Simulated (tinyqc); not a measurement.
Wafer bonding and layer transfer: bond energy, gap closing, particles, bonding of dissimilar wafers and hydrogen blisters: one step, computed by the program tinyqc.

gamma is the energy per area of each of the two surfaces; plates are isotropic.

Question. Heating a pair with different expansion. M = E/(1 - nu), misfit e = (alpha_2 - alpha_1) dT. Curvature k = 6 M1 M2 t1 t2 (t1 + t2) e/[M1^2 t1^4 + M2^2 t2^4 + 2 M1 M2 t1 t2 (2 t1^2 + 3 t1 t2 + 2 t2^2)]; force per width F = k (M1 t1^3 + M2 t2^3)/(6 (t1 + t2)); at the interface s1 = F/t1 + M1 k t1/2, s2 = -F/t2 - M2 k t2/2; stored biaxial energy U = F^2 [1/(M1 t1) + 1/(M2 t2)] + k^2 (M1 t1^3 + M2 t2^3)/12; the pair can part when U > 2 gamma.

Inputs (values chosen for the exercise, for model wafers): Young's modulus E1 = 165 GPa; Young's modulus E2 = 381 GPa; Poisson ratio nu = 0.26; thickness t1 = 300 micrometre; thickness t2 = 200 micrometre; expansion mismatch alpha_2 - alpha_1 = -2.6 1e-6/K; heating dT = 100 K.

Pair: two different wafers.

bond energy gamma = 0.1348811 J/m^2

Give: curvature; force per width; stress in wafer 1 at the interface; stress in wafer 2 at the interface; stored energy U; largest dT for this gamma.

Answer.

curvature = -0.7800 1/m

force per width = -2.636 kN/m

stress in wafer 1 at the interface = -34.87 MPa

stress in wafer 2 at the interface = 53.34 MPa

stored energy U = 0.6854 J/m^2

largest dT for this gamma = 62.74 K

U exceeds 2 gamma: the pair can debond; the bond strengthens on heating, so slow ramps or thinning one wafer first help. Caution: on a wafer of 100 mm the sag k R^2/2 would exceed half the thickness of the pair, beyond the small-deflection theory: the plate stiffens.
